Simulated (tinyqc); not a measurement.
# Worked calculation: on-chip power grid, static voltage drop by conjugate gradients

Computed by the program tinyqc: `OMP_NUM_THREADS=1 python tinyqc.py 2770124 2770125 out.jsonl`, one thread of a shared Intel Xeon 2.30GHz, about 0.1 s for the whole run. Printed values are rounded.

A grid of 4 rows and 3 columns, node k = 3 row + column. Neighbours in a row are joined by Rx, in a column by Ry; pad nodes, which reach the supply through Rp: 0, 11. Each node draws I0, node 0 draws kh I0. The drops u = Vdd - V solve G u = i, with G the conductance matrix (1/Rp added on the diagonal at pad nodes).

Parameters, values chosen for the exercise: supply voltage Vdd = 0.7 V; resistance of a horizontal segment Rx = 1.1 ohm; resistance of a vertical segment Ry = 0.19 ohm; resistance from a pad node to the supply Rp = 0.039 ohm; load current of an ordinary node I0 = 3.8 mA; factor on the load at the hot node kh = 3.

## Diagonal of G, loads and first direction

G_kk = sum of the conductances at node k. Start u = 0, so the residual is r = i; p = r.

G_kk (S):
```
         col 0    col 1    col 2
row 0  31.8133  7.08134  6.17225
row 1  11.4354  12.3445  11.4354
row 2  11.4354  12.3445  11.4354
row 3  6.17225  7.08134  31.8133
```

r at the start (mA):
```
       col 0  col 1  col 2
row 0   11.4    3.8    3.8
row 1    3.8    3.8    3.8
row 2    3.8    3.8    3.8
row 3    3.8    3.8    3.8
```

p at the start (mA):
```
       col 0  col 1  col 2
row 0   11.4    3.8    3.8
row 1    3.8    3.8    3.8
row 2    3.8    3.8    3.8
row 3    3.8    3.8    3.8
```

## Iteration 1: conjugate-gradient step

u at the start (mV):
```
       col 0  col 1  col 2
row 0      0      0      0
row 1      0      0      0
row 2      0      0      0
row 3      0      0      0
```

q = G p; a = (r.r)/(p.q); u(new) = u + a p; r(new) = r - a q; b = (r.r)(new)/(r.r); p(new) = r(new) + b p.

q (mA S):
```
         col 0   col 1   col 2
row 0  339.217  -6.909   0.000
row 1  -40.000   0.000   0.000
row 2    0.000   0.000   0.000
row 3    0.000   0.000  97.436
```

a = 0.0711492 ohm

u after iteration 1 (mV):
```
          col 0     col 1     col 2
row 0  0.811101  0.270367  0.270367
row 1  0.270367  0.270367  0.270367
row 2  0.270367  0.270367  0.270367
row 3  0.270367  0.270367  0.270367
```

r after iteration 1 (mA):
```
          col 0   col 1    col 2
row 0  -12.7350  4.2916   3.8000
row 1    6.6460  3.8000   3.8000
row 2    3.8000  3.8000   3.8000
row 3    3.8000  3.8000  -3.1325
```

b = 1.21226

p after iteration 1 (mA):
```
         col 0   col 1   col 2
row 0   1.0847  8.8982  8.4066
row 1  11.2525  8.4066  8.4066
row 2   8.4066  8.4066  8.4066
row 3   8.4066  8.4066  1.4741
```

## Iteration 2: conjugate-gradient step

As before.

q (mA S):
```
          col 0    col 1    col 2
row 0  -32.8050  10.1373  -0.4469
row 1   71.0810  -5.1745   0.0000
row 2  -14.9788   0.0000  36.4868
row 3    0.0000   6.3023  -4.9920
```

a = 0.338707 ohm

u after iteration 2 (mV):
```
         col 0    col 1    col 2
row 0  1.17850  3.28424  3.11774
row 1  4.08169  3.11774  3.11774
row 2  3.11774  3.11774  3.11774
row 3  3.11774  3.11774  0.76965
```

r after iteration 2 (mA):
```
          col 0   col 1    col 2
row 0   -1.6237  0.8580   3.9514
row 1  -17.4297  5.5526   3.8000
row 2    8.8734  3.8000  -8.5583
row 3    3.8000  1.6654  -1.4417
```

b = 1.58174

p after iteration 2 (mA):
```
         col 0    col 1    col 2
row 0   0.0920  14.9326  17.2484
row 1   0.3689  18.8496  17.0970
row 2  22.1704  17.0970   4.7387
row 3  17.0970  14.9624   0.8900
```

## Course of the conjugate-gradient iteration

Stop when |r| is below 1e-9 mA.

Course of the iteration:
```
iteration  largest u (mV)  |r| (mA)
1                0.811101      18.7
2                 4.08169      23.5
3                 5.83056      13.2
4                 6.41793      3.34
5                 6.38774      2.13
6                 6.26171      1.75
7                 6.21694      1.07
8                 6.23574     0.188
9                 6.23814     0.113
10                6.23839    0.0594
11                6.23803    0.0386
12                6.23741   < 1e-11
```

Converged in 12 iterations for 12 unknowns; in exact arithmetic the method needs at most 12. The condition number of the matrix is 47.3. Gauss-Seidel sweeps in node order need 154 to reach the same residual.

## Worst drop, pad currents and power lost

converged u (mV):
```
         col 0    col 1    col 2
row 0  1.17294  6.09748  6.03185
row 1  3.87066  6.23741  5.29852
row 2  5.43757  6.22633  3.68101
row 3  6.14625  6.06912  0.90186
```

Pad current u/Rp; worst drop as a share of Vdd; power lost in the grid and pads sum_k i_k u_k; power delivered sum_k i_k (Vdd - u_k).

worst drop = 6.23741 mV
share of Vdd = 0.891059 %
pad currents (mA): node 0 30.0754, node 11 23.1246
power lost = 0.226164 mW
power delivered = 37.0138 mW

The pad currents add up to the total load, 53.20 mA. The worst drop is at node 4, not at the hot node.
